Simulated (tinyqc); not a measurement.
Three-level Kane dispersion of a narrow-gap semiconductor: sweeps and comparisons. A value that a table varies takes the place of the one given here.

Zero of energy at Gamma8, c = hbar^2/2m0, P^2 = Ep c. The free-electron term and remote bands are left out, so the heavy holes are flat at E = 0 and the other three bands obey E (E - Eg)(E + Dso) = P^2 k^2 (E + 2 Dso/3). The conduction band is the highest root; its edge is Ec = max(Eg, 0).

Degenerate electrons at T = 0: kF = (3 pi^2 n)^(1/3), 1 cm^-3 = 1e-24 angstrom^-3; EF is the highest root at kF. The momentum (cyclotron, optical) mass is m(E) = hbar^2 k/(dE/dk) = c d(k^2)/dE with d(k^2)/dE = k^2 [1/E + 1/(E - Eg) + 1/(E + Dso) - 1/(E + 2 Dso/3)]; the density of states is k d(k^2)/dE/(2 pi^2).

Edge mass m0* = 3 |Eg|/(2 Ep).
Constants: hbar^2/2m0 = 3.80998211 eV angstrom^2.

Values chosen for the exercise (near those of HgTe; not measured data):
- Eg = -0.31 eV (E(Gamma6) - E(Gamma8))
- Dso = 1.05 eV (spin-orbit splitting)
- Ep = 18 eV (Kane energy)
- k = 0.014 1/angstrom (wave vector)
- n = 5.6e+17 cm^-3 (electron density)

## Filling the band

n from 1e15 to 1e19 cm^-3. The last column is the local power d ln(EF - Ec)/d ln n = kF^2/(1.5 (EF - Ec) d(k^2)/dE).

Results:
```
n (cm^-3)  kF (1/angstrom)  EF - Ec (meV)  parabolic (meV)   m(EF)  m(EF)/m0*  power
1.0e+15            0.00309            1.4              1.4  0.0260       1.01  0.664
1.0e+16            0.00667            6.4              6.6  0.0267       1.04  0.655
3.0e+16            0.00961           13.2             13.6  0.0277       1.07  0.644
1.0e+17            0.01436           28.2             30.4  0.0298       1.15  0.623
3.0e+17            0.02071           55.1             63.3  0.0335       1.30  0.591
1.0e+18            0.03094          109.3            141.2  0.0407       1.58  0.547
3.0e+18            0.04462          194.5            293.6  0.0516       2.00  0.503
1.0e+19            0.06665          347.4            655.2  0.0704       2.73  0.461
```

The power falls from 0.664 to 0.461: 2/3 marks a parabola, 1/3 a linear band. The parabola is within 10 % up to n = 1.0e+17 cm^-3. The mass has doubled by n = 1.0e+19 cm^-3 and ends at 2.7 times its edge value.

## Closing and inverting the gap

Eg is varied at fixed k, Dso and Ep. Edge mass: Eg (Eg + Dso)/(Ep (Eg + 2 Dso/3)) for Eg > 0, 3 |Eg|/(2 Ep) for Eg < 0. The Gamma6 weight of the conduction state is 1/(1 + P^2 k^2 [(2/3)/E^2 + (1/3)/(E + Dso)^2]).

Results:
```
Eg (eV)      m0*  highest root (eV)  middle (eV)  lowest (eV)  E - Ec (meV)  Gamma6 weight
-0.200   0.01667             0.0383      -0.2330      -1.0553          38.3          0.140
-0.100   0.00833             0.0581      -0.1534      -1.0547          58.1          0.274
-0.040   0.00333             0.0783      -0.1139      -1.0545          78.3          0.406
-0.010   0.00083             0.0917      -0.0973      -1.0543          91.7          0.483
0.010    0.00083             0.1019      -0.0876      -1.0542          91.9          0.536
0.040    0.00327             0.1191      -0.0750      -1.0541          79.1          0.612
0.100    0.00799             0.1598      -0.0559      -1.0539          59.8          0.739
0.200    0.01543             0.2407      -0.0371      -1.0536          40.7          0.864
```

The edge mass vanishes with |Eg| from both sides, yet the kinetic energy at this k stays finite, at most 91.9 meV in the table; at Eg = 0 the two-level form, without the split-off band, gives the linear value sqrt(2/3) P k = 94.7 meV. The Gamma6 weight of the conduction state goes smoothly from 0.14 to 0.86 and is 0.48 and 0.54 in the two rows next to Eg = 0: at finite k nothing jumps at the inversion.

## What each parameter does

Edge mass, EF - Ec and m(EF). Each row changes one parameter from the base and keeps the others.

Results:
```
case                m0* (m0)  EF - Ec (meV)  m(EF) (m0)
base                 0.02583          79.08     0.03671
n = 1.12e+18 cm^-3   0.02583         116.23     0.04161
Eg = -0.3565 eV      0.02971          71.65     0.03936
Dso = 1.2075 eV      0.02583          78.80     0.03693
Ep = 20.7 eV         0.02246          89.03     0.03307
```

The largest shifts from the base row, up to three for each result and ties (the steps differ in size, so this ranks the rows, not the parameters). m0* (m0): Eg +0.00387, Ep -0.00337; unchanged at the printed digits by n and Dso. EF - Ec (meV): n +37.15, Ep +9.94, Eg -7.43. m(EF) (m0): n +0.00491, Ep -0.00364, Eg +0.00265.

Computed by tinyqc, a small Python program: `OMP_NUM_THREADS=1 python tinyqc.py 1051352 1051353 out.jsonl` (the numbers bound the seed that draws the inputs); one thread of a shared host (Intel(R) Xeon(R) Processor @ 2.30GHz), about 0.01 s for the whole set of steps.
